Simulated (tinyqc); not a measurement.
What moves the Fermi level: Fermi-Dirac statistics of conduction electrons.

Non-parabolic band E (1 + alpha E) = c k^2/m: n = Nc (2/sqrt(pi)) integral_0^infinity sqrt(x (1 + a x)) (1 + 2 a x) dx/(1 + exp(x - eta)) with a = alpha kT and eta = (EF - Ec)/kT; a = 0 gives n = Nc F_1/2(eta).

Constants: hbar^2/2m0 = 3.80998211 eV angstrom^2; kB = 8.617333262e-05 eV/K.

Inputs chosen for the exercise (near those of Si, lowest valleys alone; the results hold for these values, not for the real material):
```
symbol  value    unit    meaning
m       1.0626   m0      density-of-states mass of the conduction band
T       200      K
n       8.7e+19  1/cm^3  electron density
alpha   0.5      1/eV    non-parabolicity
```

N = 2 (m kB T/(4 pi c))^(3/2) with c = hbar^2/2m0, in 1/angstrom^3; times 1e24 for 1/cm^3.

One parameter was then changed.

Results before and after:
```
case,parabolic EF - Ec (meV),non-parabolic EF - Ec (meV)
base,63.31,60.49
changed,64.34,61.67
```

Which of these changes was made? (a) T = 175 K; (b) m = 1.1689 m0; (c) alpha = 0.75 1/eV; (d) n = 1.74e+20 1/cm^3.

Answer: (a) T = 175 K. Of the candidates, run in turn, only this one gives the changed row.

All candidates:
```
case,parabolic EF - Ec (meV),non-parabolic EF - Ec (meV)
base,63.31,60.49
m = 1.1689 m0,56.70,54.23
T = 175 K,64.34,61.67
n = 1.74e+20 1/cm^3,104.56,98.70
alpha = 0.75 1/eV,63.31,59.19
```

tinyqc: `OMP_NUM_THREADS=1 python tinyqc.py 1680607 1680608 out.jsonl`; about 0.01 s, one thread, shared Intel(R) Xeon(R) Processor @ 2.30GHz.
